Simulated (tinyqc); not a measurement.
Hole mobility in a silicon inversion layer, empirical terms and Matthiessen rule: universality: two dopings at the same effective field.

Inversion layer of sheet density Ns on a uniformly doped body. The mobility terms are empirical power laws with prefactors chosen for the exercise; adding their inverses (Matthiessen) is itself an approximation.

ni = sqrt(Nc Nv) exp(-Eg/(2 Vt)), Eg in volts; Ndep = sqrt(2 eps0 eps_r Nb (2 Vt ln(Nb/ni) + Vsb)/q); E = q (Ndep + eta Ns)/(eps0 eps_r), in MV/cm. With t = T/(300 K): muC = Ac (Ns/1e12 cm^-2) t/(Nb/1e17 cm^-3 + Nit/1e11 cm^-2), muP = Ap E^(-1/3) t^(-1.75), muS = As E^(-gs); 1/mu is the sum of the inverses. For each E, Ns is chosen to give that field on bodies with Nb = 1e17 and 1.1e18 cm^-3; the last column leaves out muC.

Parameters, values chosen for the exercise; material values close to those of silicon: temperature T = 300 K; band gap Eg = 1.13 eV; relative permittivity of the semiconductor eps_r = 11.7; conduction-band density of states at T Nc = 2.84e19 cm^-3; valence-band density of states at T Nv = 2.66e19 cm^-3; reverse body bias Vsb = 0.3 V; weight of the inversion charge in the effective field eta = 0.3333; phonon-limited mobility at 1 MV/cm and 300 K Ap = 143 cm^2/(V s); roughness-limited mobility at 1 MV/cm As = 411 cm^2/(V s); exponent of the roughness term gs = 1.3; Coulomb prefactor Ac = 1000 cm^2/(V s); charge at the interface Nit = 1.3e11 cm^-2.

Constants: q = 1.602176634e-19 C, kB = 1.380649e-23 J/K, Vt = kB T/q, eps0 = 8.8541878128e-14 F/cm where lengths are in cm. Results are converted to the units shown.

Universality: two dopings at the same effective field:

| E (MV/cm) | Ns, light body (cm^-2) | mu, light (cm^2/(V s)) | Ns, heavy body (cm^-2) | mu, heavy (cm^2/(V s)) | without muC (cm^2/(V s)) |
|---|---|---|---|---|---|
| 0.695 | 9.840e12 | 125.9 | 7.624e11 | 41.94 | 129.7 |
| 0.786 | 1.161e13 | 118.6 | 2.528e12 | 76.34 | 121.5 |
| 0.888 | 1.358e13 | 111.4 | 4.507e12 | 86.69 | 113.6 |
| 1 | 1.576e13 | 104.5 | 6.679e12 | 88.75 | 106.1 |
| 1.13 | 1.828e13 | 97.45 | 9.201e12 | 87.16 | 98.66 |
| 1.28 | 2.119e13 | 90.46 | 1.211e13 | 83.60 | 91.35 |
| 1.45 | 2.449e13 | 83.66 | 1.541e13 | 79.01 | 84.32 |
| 1.64 | 2.817e13 | 77.18 | 1.909e13 | 73.97 | 77.67 |

The heavily doped body has 0.333 of the mobility of the light one in the first row and 0.958 in the last; there they lie 4.8 % below and 0.63 % below the curve without Coulomb scattering, which depends on E alone. The heavy body leaves that curve at low E because its field comes mostly from depletion charge and few carriers screen.

Program tinyqc, `OMP_NUM_THREADS=1 python tinyqc.py 2510174 2510175 out.jsonl`; Intel Xeon 2.30GHz, shared host, one thread, about 0.01 s.
